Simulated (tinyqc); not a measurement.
## Schottky emission and Poole-Frenkel conduction in an insulator, and how to tell them apart: effect of temperature

Schottky emission (electrode-limited): J = As T^2 exp[-(pb - b sqrt(F))/Vt], b = sqrt(q/(4 pi eps0 ei)). Poole-Frenkel emission (bulk-limited): J = s0 F exp[-(pt - 2 b sqrt(F))/Vt]. F in V/cm.

Both formulas at the same field.

Values chosen for this exercise; dielectric values close to those of aluminium oxide:
- ei = 3.31 (high-frequency relative permittivity)
- pt = 0.79 eV (trap depth)
- s0 = 0.012 S/cm (Poole-Frenkel prefactor)
- pb = 1.03 eV (electrode barrier)
- As = 46 A/(cm^2 K^2) (Richardson constant)
- F = 1.7 MV/cm (field)

Constants: q = 1.602176634e-19 C, kB = 1.380649e-23 J/K, Vt = kB T/q, eps0 = 8.8541878128e-14 F/cm where lengths are in cm. Results are converted to the units shown.

Result of one run:
```
J, Schottky (A/cm^2)  J, Poole-Frenkel (A/cm^2)      ratio
6.2923e-9                               0.34612  1.8180e-8
```

Which temperature T gave this result: 225, 260, 340, 380 or 475 K?

T = 260 K.

The whole series:
```
T (K)  J, Schottky (A/cm^2)  J, Poole-Frenkel (A/cm^2)       ratio
225              2.4407e-11                   0.062684  3.8936e-10
260               6.2923e-9                    0.34612   1.8180e-8
300               7.6259e-7                     1.4972   5.0935e-7
340               3.0847e-5                     4.5885   6.7226e-6
380               5.8696e-4                     11.109   5.2838e-5
420               0.0065018                     22.726   2.8610e-4
475                0.094009                     49.941   0.0018824
```

The Schottky current grows by 9.59 decades and the Poole-Frenkel current by 2.90, as their lowered barriers are 0.758 and 0.246 eV. A tunnelling current would hardly change over this range. For T = 225, 260, 300, 340 a Fowler-Nordheim estimate for tunnelling through pb with a mass of 0.4 m0 exceeds the Schottky current, so tunnelling, left out here, would compete.

Computed by the program tinyqc: `OMP_NUM_THREADS=1 python tinyqc.py 2370117 2370118 out.jsonl`, one thread of a shared Intel Xeon 2.30GHz, about 0.01 s for the whole run.
